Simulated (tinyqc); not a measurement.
# Changing the gate voltage V_G

Model: charge control and current of a heterostructure field-effect transistor. Computed by tinyqc, a small Python program. Command: `OMP_NUM_THREADS=1 python tinyqc.py 3006164 3006165 out.jsonl hemt sweep`. One thread of a shared host (Intel(R) Xeon(R) Processor @ 2.30GHz), about 0.01 s of CPU time with the checks.

Two subbands in a triangular well; E_F is counted from the conduction band edge of the channel at the interface.

Inputs (values chosen for the exercise, modelled on AlGaAs/GaAs):

| quantity | value | unit |
|---|---|---|
| channel mass m | 0.066 | m_0 |
| permittivity eps (barrier and channel) | 12.3 | - |
| barrier thickness d | 35 | nm |
| Schottky barrier phi_B | 1 | eV |
| conduction band offset dE_c | 0.17 | eV |
| delta-doping density N_d | 5.5e+12 | 1/cm^2 |
| mobility mu | 8500 | cm^2/(V s) |
| saturation velocity v_s | 1.5 | 1e7 cm/s |
| gate length L | 740 | nm |
| source resistance R_S | 0 | ohm mm |
| temperature T | 300 | K |
| mixing | 0.3 | - |
| iteration cap | 200 | - |
| spacer between delta layer and channel | 2.5 | nm |

Charge source: delta doping. Velocity law: two-piece.

Constants: e = 1.602176634e-19 C; eps_0 = 8.8541878128e-12 F/m; k_B = 8.617333262e-05 eV/K; hbar = 1.054571817e-34 J s; m_0 = 9.1093837015e-31 kg; k_B = 1.380649e-23 J/K.

Method:
- Threshold V_T = phi_B - dE_c - e N_d (d - spacer)/(eps eps_0) (in volts); C_b = eps eps_0/d.
- Charge control: n_s = C_b (V_G - V_T - E_F/e)/e. Well: mean field F = e n_s/(2 eps eps_0), E_i = (hbar^2/2m)^(1/3) [(3 pi e F/2)(i + 3/4)]^(2/3), i = 0, 1; n_s = D k_B T sum_i ln(1 + exp((E_F - E_i)/k_B T)), D = m/(pi hbar^2), which is solved in closed form for E_F.
- Iteration from n_s = C_b (V_G - V_T)/(2e): E_F from n_s, n_out from the charge control, n_new = n_s + mixing (n_out - n_s), kept above n_s/10; stop when |n_out/n_s - 1| < 1e-9.
- C_g = e dn_s/dV_G = 1/(1/C_b + 1/C_q), 1/C_q = d(E_F/e)/d(e n_s) by a central difference of +/- 0.1 % in n_s; added distance dd = eps eps_0/C_q.
- With V = e n_s/C_g and V_c = v_s L/mu: for v = mu F up to v_s, I/W = C_g v_s V_c (sqrt(1 + (V/V_c)^2) - 1) and V_Dsat = V + V_c - sqrt(V^2 + V_c^2); g_m = dI/dV; extrinsic g_m/(1 + g_m R_S); f_T = g_m/(2 pi C_g L).

One run for each value:

| gate voltage V_G (V) | sheet density n_s (1/cm^2) | gate capacitance C_g (microfarad/cm^2) | E_F (meV) | saturation current I/W (mA/mm) | extrinsic g_m (mS/mm) |
|---|---|---|---|---|---|
| -1.2 | 9.8533e+11 | 0.26128 | 92.33 | 191.1 | 383.07 |
| -1.0 | 1.3147e+12 | 0.26599 | 122.76 | 268.1 | 393.67 |
| -0.8 | 1.6487e+12 | 0.26901 | 150.75 | 347.0 | 399.99 |
| -0.6 | 1.9859e+12 | 0.27111 | 177.13 | 427.1 | 404.18 |
| -0.4 | 2.3254e+12 | 0.27268 | 202.35 | 508.0 | 407.16 |
| -0.2 | 2.6665e+12 | 0.27390 | 226.68 | 589.4 | 409.42 |
| 0.0 | 3.0091e+12 | 0.27491 | 250.29 | 671.3 | 411.23 |
| 0.2 | 3.3528e+12 | 0.27576 | 273.31 | 753.6 | 412.72 |
| 0.4 | 3.6975e+12 | 0.27651 | 295.82 | 836.1 | 414.00 |
| 0.6 | 4.0431e+12 | 0.27718 | 317.87 | 918.9 | 415.12 |
| 0.8 | 4.3895e+12 | 0.27779 | 339.51 | 1001.9 | 416.13 |

Over the rows, sheet density n_s (1/cm^2) rises from 9.85e11 to 4.39e12; gate capacitance C_g (microfarad/cm^2) rises from 0.261 to 0.278; E_F (meV) rises from 92.3 to 340.

Caution (rows -1.00, -0.800, -0.600, -0.400, -0.200, 0, 0.200, 0.400, 0.600, 0.800): E_F lies above the conduction band minimum of the barrier, so electrons would spill into the barrier. Caution (rows 0.800): V_G approaches the Schottky barrier, so gate current flows.

Extremes, crossings and ranges named in words are read from the listed rows.
